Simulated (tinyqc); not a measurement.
# Inputs raised by 5 %, one at a time

Model: Born-Mayer model of an ionic crystal AB. Computed by tinyqc, a small Python program. Command: `OMP_NUM_THREADS=1 python tinyqc.py 3012378 3012379 out.jsonl bornmayer sens`. One thread of a shared host (Intel(R) Xeon(R) Processor @ 2.30GHz), about 0.02 s of CPU time with the checks.

Energies are per ion pair and r is the nearest distance of unlike ions.

Inputs (values chosen for the exercise, for a model salt): ionic charge z = 1; unlike repulsion lambda = 2630 eV; range rho = 0.33 angstrom; like repulsion lambda2 = 291 eV; dispersion C between like ions = 39 eV angstrom^6; pressure P = 0 GPa.

Structure: zinc blende. Short range: with like-ion terms.

Constants: e^2/(4 pi eps_0) = 14.39964548 eV angstrom; 1 eV/angstrom^3 = 160.2176634 GPa.

Method:
- Madelung constant M, unlike neighbours z1, like neighbours z2 at f r, volume per pair: rock salt 1.747565, 6, 12, sqrt2, 2 r^3; caesium chloride 1.762675, 8, 6, 2/sqrt3, 8 r^3/(3 sqrt3); zinc blende 1.638055, 4, 12, sqrt(8/3), 16 r^3/(3 sqrt3).
- U(r) = -M z^2 e^2/(4 pi eps_0 r) + z1 lambda exp(-r/rho) + z2 [lambda2 exp(-f r/rho) - C/(f r)^6] (one mean like-ion term for both sublattices).
- Newton steps on g(r) = U'(r), from r = 9 rho: r(new) = r - U'(r)/U''(r), with the move limited to 0.3 angstrom. Where U'' is negative, move 0.3 angstrom downhill. Stop when |U'| is below 1e-9.
- B = U''(r0)/(9 c r0), with the volume written as c r^3.
- With the volume written as c r^3, under pressure take the root at the minimum of the enthalpy and solve U'(r) + 3 c r^2 P = 0; H = U + P V; B = (U'' - 2 U'/r)/(9 c r).

Runs; columns: (1) input moved; (2) from; (3) to; (4) equilibrium distance r0 (angstrom); (5) lattice energy U (eV per pair); (6) bulk modulus B (GPa); (7) volume at P (angstrom^3):
```
(1)                                              (2)     (3)     (4)      (5)     (6)     (7)
base run                                           -       -  3.1244  -6.7621  10.773   93.92
unlike repulsion lambda (eV)                    2630  2761.5  3.1451  -6.7227  10.578   95.79
range rho (angstrom)                            0.33  0.3465  3.3043  -6.3973   8.676  111.09
like repulsion lambda2 (eV)                      291  305.55  3.1245  -6.7621  10.773   93.92
dispersion C between like ions (eV angstrom^6)    39   40.95  3.1240  -6.7635  10.781   93.88
ionic charge z                                     1    1.05  3.0839  -7.5411  12.304   90.31
```

Exponents ln(y'/y) / ln(x'/x):
```
input                           equilibrium distance r0  lattice energy U  bulk modulus B  volume at P
unlike repulsion lambda                           0.135            -0.120          -0.373        0.405
range rho                                         1.147            -1.137          -4.435        3.441
like repulsion lambda2                            0.000             0.000           0.001        0.001
dispersion C between like ions                   -0.003             0.004           0.015       -0.009
ionic charge z                                   -0.268             2.235           2.724       -0.804
```

Which inputs matter most for each result?

Among the inputs moved here: equilibrium distance r0 answers most in size to range rho (exponent +1.147), next to ionic charge z (-0.268); its exponent is below 0.0005 for like repulsion lambda2. Lattice energy U answers most in size to ionic charge z (exponent +2.235), next to range rho (-1.137); its exponent is below 0.0005 for like repulsion lambda2. Bulk modulus B answers most in size to range rho (exponent -4.435), next to ionic charge z (+2.724). Volume at P answers most in size to range rho (exponent +3.441), next to ionic charge z (-0.804).
